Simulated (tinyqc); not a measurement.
Inside a calculation. Model: space-charge-limited current through a thin insulating or semi-insulating film with traps. Computed by tinyqc, a small Python program that keeps every step. Command: `OMP_NUM_THREADS=1 python tinyqc.py 3031531 3031532 out.jsonl sclc walk`. One thread of a shared host (Intel(R) Xeon(R) Processor @ 2.30GHz), about 0.01 s of CPU time with the checks. Intermediate numbers are printed to about 6 digits and carried at full precision; extremes and crossings named in words are read from the listed rows.

One ohmic injecting contact at x = 0 (field zero), drift only, non-degenerate free carriers.

Inputs (values chosen for the exercise, modelled on an amorphous oxide semiconductor):

| quantity | value | unit |
|---|---|---|
| permittivity eps | 10 | - |
| band mobility mu | 7.6 | cm^2/(V s) |
| effective density of states N_c | 5.2e+18 | 1/cm^3 |
| trap density N_t | 2.4e+18 | 1/cm^3 |
| equilibrium Fermi level below the band edge, E_0 | 0.74 | eV |
| thickness d | 38 | nm |
| free density at the anode, in units of N_c | 1.2e-09 | - |
| temperature T | 300 | K |
| characteristic temperature T_c | 900 | K |

Traps: exponential tail.

Constants: k_B = 8.617333262e-05 eV/K; e = 1.602176634e-19 C; eps_0 = 8.8541878128e-12 F/m.

## Equilibrium and landmark voltages

Free density n_0 = N_c exp(-E_0/k_B T) in equilibrium; trapped density n_t(n) = N_t (n/N_c)^(T/T_c) (the low-temperature form). theta = n/(n + n_t) at the anode density; trap-filled-limit voltage V_TFL = e (N_t - n_t(n_0)) d^2/(2 eps eps_0).

n_0 = 1.92553e+06 1/cm^3

n_t(n_0) = 1.72343e+14 1/cm^3

theta = 2.44669e-06

V_TFL = 3.13530 V

## One point of the curve

J = e mu n F and (eps eps_0/e) dF/dx = n - n_0 + n_t(n) - n_t(n_0) = rho(n). With F = J/(e mu n): d = (eps eps_0 J/(e^2 mu)) I_1 and V = (eps eps_0 J^2/(e^3 mu^2)) I_2, I_k = int_(n_L)^infinity dn/(n^(k+1) rho(n)), n_L the density at the anode; with u = n_L/n, 200 Gauss-Legendre points in t, u = 1 - (1 - t)^2. Anode field J/(e mu n_L); Mott-Gurney current (9/8) eps eps_0 mu V^2/d^3; ohmic current e n_0 mu V/d.

I_1 = 4.98270e-26 cm^6

I_2 = 4.58716e-36 cm^9

current density J = 1.68037e-05 A/cm^2

voltage V = 0.00482774 V

anode field over mean field V/d = 1.74075

trap-free Mott-Gurney current = 3.21552 A/cm^2

ohmic current = 2.97875e-09 A/cm^2

J is 5.23e-6 times the trap-free law and 5640 times the ohmic current; theta is 2.45e-6. The field ratio is 1 for ohmic flow, 3/2 for the square law and 2 for a uniform fixed charge; here 1.74. Caution: V is below 10 k_B T/e, where diffusion from the contact, left out here, dominates.

## The whole curve

The last column is d ln J/d ln V up to the next row.

Current against voltage:

| n_L (1/cm^3) | V (V) | J (A/cm^2) | slope |
|---|---|---|---|
| 2.00e+06 | 4.50956e-05 | 3.58888e-11 | 2.10478 |
| 2.20e+07 | 5.16427e-04 | 6.07656e-09 | 3.32469 |
| 2.40e+08 | 1.46232e-03 | 1.93434e-07 | 3.70433 |
| 2.60e+09 | 3.54235e-03 | 5.12758e-06 | 3.86833 |
| 2.90e+10 | 8.22392e-03 | 1.33321e-04 | 3.94073 |
| 3.10e+11 | 1.84176e-02 | 3.19711e-03 | 3.97202 |
| 3.40e+12 | 4.12385e-02 | 7.85683e-02 | 3.98139 |
| 3.70e+13 | 9.18395e-02 | 1.90407e+00 | 3.96307 |
| 4.00e+14 | 2.04979e-01 | 4.58694e+01 | 3.85834 |
| 4.40e+15 | 4.73048e-01 | 1.15574e+03 | 3.50551 |
| 4.80e+16 | 1.21550e+00 | 3.15933e+04 | 2.85659 |
| 5.20e+17 | 4.26988e+00 | 1.14372e+06 | - |

The slope starts at 2.10, peaks at 4.0 between 0.0412 and 0.0918 V and ends at 2.86. Rows below 0.26 V (10 k_B T/e) are formal, since diffusion from the contact rules there. Self-heating is left out, although J V exceeds 1e5 W/cm^2 at the last row. An exponential tail gives the power law T_c/T + 1 = 4.00, which the middle rows approach.

Checks made by the program: trap-free limit against the Mott-Gurney law (relative difference 5e-08).
